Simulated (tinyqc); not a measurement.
Abrupt p-n junction, non-linear Poisson equation by Newton steps: one step of the calculation.

One dimension, p side on the left, n side on the right; net doping C = -Na for x < 0 and +Nd for x > 0. The potential psi is counted from the intrinsic level, and the quasi-Fermi potentials are flat: 0 for holes and -V for electrons, so n = ni exp((psi + V)/Vt) and p = ni exp(-psi/Vt) (Boltzmann statistics, full ionisation, no current).

Problem. Densities, residual and Jacobian diagonal. n_i = ni exp((psi_i + V)/Vt), p_i = ni exp(-psi_i/Vt), rho_i = p_i - n_i + C_i, g_i = (n_i + p_i)/Vt. Box widths w_i = (h_(i-1) + h_i)/2 in cm. Residual F_i = a_i (psi_(i+1) - psi_i) - a_(i-1) (psi_i - psi_(i-1)) + q rho_i w_i; Jacobian: a_(i-1) and a_i beside the diagonal, b_i = -a_(i-1) - a_i - q g_i w_i on it. The two end nodes are fixed.

Inputs (values chosen for the exercise): temperature T = 300 K; bias of the p side against the n side V = 0 V.

Constants: q = 1.602176634e-19 C, kB = 1.380649e-23 J/K, Vt = kB T/q. Results are converted to the units shown.

```
node	x (nm)	psi after iteration 1 (V)	net doping C (cm^-3)
0	-33.6	-0.47648605	-1.6e18
1	-23.4	-0.47634452	-1.6e18
2	-15	-0.47516967	-1.6e18
3	-8.06	-0.46749189	-1.6e18
4	-2.35	-0.43008213	-1.6e18
5	2.35	-0.34606917	1.3e17
6	9.99	-0.21926995	1.3e17
7	22.4	-0.03832590	1.3e17
8	42.6	0.18997991	1.3e17
9	75.3	0.38569850	1.3e17
10	129	0.41075094	1.3e17
11	215	0.41159173	1.3e17
```

coupling a_i, interval 0 to 10 (F/cm^2): 1.0156274e-6  1.2332619e-6  1.4927089e-6  1.8142556e-6  2.2041276e-6  1.3559424e-6  8.3476227e-7  5.1284157e-7  3.1680122e-7  1.9291247e-7  1.2045814e-7
ni = 1.5830938e10 cm^-3

Wanted: n; p; residual F; diagonal b.

Solution.

```
node	n (cm^-3)	p (cm^-3)
0	156.64	1.6000e18
1	157.50	1.5913e18
2	164.82	1.5206e18
3	221.81	1.1299e18
4	942.85	2.6581e17
5	24311	1.0309e16
6	3.2805e6	7.6398e13
7	3.5947e9	6.9719e10
8	2.4605e13	1.0186e7
9	4.7748e16	5248.8
10	1.2584e17	1991.6
11	1.3000e17	1927.8
```

```
node	residual F (1e-9 C/cm^2)	diagonal b (F/cm^2)
1	0.0036	-1.1420e-5
2	0.2506	-9.9540e-6
3	8.7673	-7.7359e-6
4	6.0418	-4.8758e-6
5	0.6273	-3.5995e-6
6	0.0055	-2.1912e-6
7	0.0000	-1.3476e-6
8	-0.0004	-8.3005e-7
9	-0.2411	-1.7881e-6
10	-0.0761	-5.7609e-6
```

tinyqc, about 0.01 s, one thread, Intel Xeon 2.30GHz (shared host): `OMP_NUM_THREADS=1 python tinyqc.py 2000074 2000075 out.jsonl`
